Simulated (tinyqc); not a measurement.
Domain walls in a thin film with perpendicular anisotropy: Bloch, Neel and chiral walls, motion and stripe domains: one step, computed by the program tinyqc. Command: `OMP_NUM_THREADS=1 python tinyqc.py 3011773 3011774 out.jsonl mwall walk`. One thread of a shared host (Intel(R) Xeon(R) Processor @ 2.30GHz), about 0.01 s of CPU time with the checks.

One-dimensional wall: polar angle theta(x), azimuth phi of the moment in the wall (phi = 0 Neel, 90 degrees Bloch). mu_0 = 1.25663706212e-6 T m/A, gamma = 1.76085963023e11 rad/(s T).

Question. Bloch or Neel. sigma(phi) = sigma_0 + 2 Delta K_D cos^2(phi) - pi D cos(phi), with the wall shape anisotropy K_D = N_x mu_0 M_s^2/2, N_x = t ln 2/(pi Delta). The minimum has cos(phi) = D/D_N for D < D_N = 4 Delta K_D/pi and phi = 0 beyond; sigma turns negative at D_c = (sigma_0 + 2 Delta K_D)/pi.

Inputs (values chosen for the exercise, for a model film): saturation magnetisation M_s = 1300 kA/m; DMI constant D = 2.4 mJ/m^2; thickness t = 2.3 nm.

width parameter Delta = 7.495963 nm

sigma_0 = 10.13879 mJ/m^2

Give: K_D; D_N; azimuth phi; wall energy sigma; D_c.

Answer.

K_D = 71.89 kJ/m^3

D_N = 0.6861 mJ/m^2

azimuth phi = 0 degrees

wall energy sigma = 3.677 mJ/m^2

D_c = 3.570 mJ/m^2

A pure chiral Neel wall. D is 0.67 of D_c.
